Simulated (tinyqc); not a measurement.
Two-band model of a narrow-gap semiconductor with electrons and holes. Changing the band gap E_g. Computed by tinyqc, a small Python program. Command: `OMP_NUM_THREADS=1 python tinyqc.py 3014326 3014327 out.jsonl bipolar sweep`. One thread of a shared host (Intel(R) Xeon(R) Processor @ 2.30GHz), about 0.09 s of CPU time with the checks.

Two parabolic bands with acoustic scattering (r = -1/2, a = 0), a gap that does not change with T, and fully ionised dopants. Melting is ignored, so values above the melting point are formal, and kappa_L does not change with T. eta_n = (E_F - E_c)/(k_B T), eta_p = -eta_n - E_g/(k_B T).

Inputs (values chosen for the exercise, modelled on InAs):
```
quantity,value,unit
electron mass m_n,0.023,m_0
hole mass m_p,0.43,m_0
"electron mobility parameter mu_300,n",26000,cm^2/(V s)
"hole mobility parameter mu_300,p",450,cm^2/(V s)
temperature exponent p,1.5,-
net doping N,2.2e+16,1/cm^3
lattice thermal conductivity kappa_L,22,W/(m K)
temperature T,730,K
```

Doping: n-type.

Constants: k_B = 8.617333262e-05 eV/K; m_0 = 9.1093837015e-31 kg; k_B = 1.380649e-23 J/K; hbar = 1.054571817e-34 J s; e = 1.602176634e-19 C.

Method:
- With x = E/(k_B T), a = alpha k_B T (0 for a parabolic band), G = x (1 + a x), D = 1 + 2 a x and <y> = int y f (1 - f) dx, f = 1/(1 + exp(x - eta)): tau = tau_0 G^r/D; transport function s = G^(3/2 + r)/D^2; n = N_0 <G^(3/2)> with N_0 = (2 m k_B T)^(3/2)/(3 pi^2 hbar^3).
- Integrals over x = E/(k_B T) use 160 Gauss-Legendre points in u = sqrt(x) from 0 to sqrt(max(eta, 0) + 32).
- Neutrality: n - p = N, with n = N_0(m_n) <x^(3/2)> at eta_n and p = N_0(m_p) <x^(3/2)> at eta_p.
- sigma = e mu_0 N_0 <s> with mu_0 = e tau_0/m = mu_300 (T/300 K)^(-p); |S| = (k_B/e)(<x s>/<s> - eta); Lorenz number L = (k_B/e)^2 (<x^2 s>/<s> - (<x s>/<s>)^2); kappa_e = L sigma T; zT = S^2 sigma T/(kappa_L + kappa_e).
- Hall factor r_H = <x^(3/2)> <x^(1/2)>/<s>^2.
- Both bands together (these totals replace the one-band zT): sigma = sigma_n + sigma_p; S = (sigma_p |S_p| - sigma_n |S_n|)/sigma; kappa_bip = (sigma_n sigma_p/sigma)(|S_n| + |S_p|)^2 T; kappa_e = (L_n sigma_n + L_p sigma_p) T; zT = S^2 sigma T/(kappa_L + kappa_e + kappa_bip); weak-field R_H = (r_p sigma_p^2/p - r_n sigma_n^2/n)/(e sigma^2), where the Hall factors r_n and r_p are <x^(3/2)> <x^(1/2)>/<s>^2.

One run for each value:
```
band gap E_g (eV),Seebeck coefficient S (microvolt/K),bipolar thermal conductivity (W/(m K)),zT,conductivity sigma (S/cm)
0.083,-98.85,0.31130,0.018629,603.98
0.110,-107.93,0.28911,0.019824,536.23
0.160,-126.69,0.24860,0.021714,422.32
0.220,-152.49,0.20208,0.023102,307.29
0.310,-196.95,0.13978,0.022844,180.32
0.430,-262.75,0.07589,0.019003,83.59
0.590,-347.08,0.02504,0.013053,32.75
0.830,-403.59,0.00164,0.010030,18.58
```

Over the rows, Seebeck coefficient S (microvolt/K) falls from -98.9 to -404 (exponent d ln y / d ln x 0.31 between the first rows and 0.44 between the last); bipolar thermal conductivity (W/(m K)) falls from 0.311 to 0.00164 (exponent d ln y / d ln x -0.26 between the first rows and -8.0 between the last); zT goes from 0.0186 through a maximum among these rows, 0.0231 at 0.220, to 0.0100. E_g/(k_B T) runs from 1.3 to 13.2; between the last rows ln(kappa_bip) falls by 0.71 per k_B T of gap (in the limit of gaps of very many k_B T, 1 while doping fixes the majority density and 1/2 in intrinsic material).

Extremes, crossings and ranges named in words are read from the listed rows.
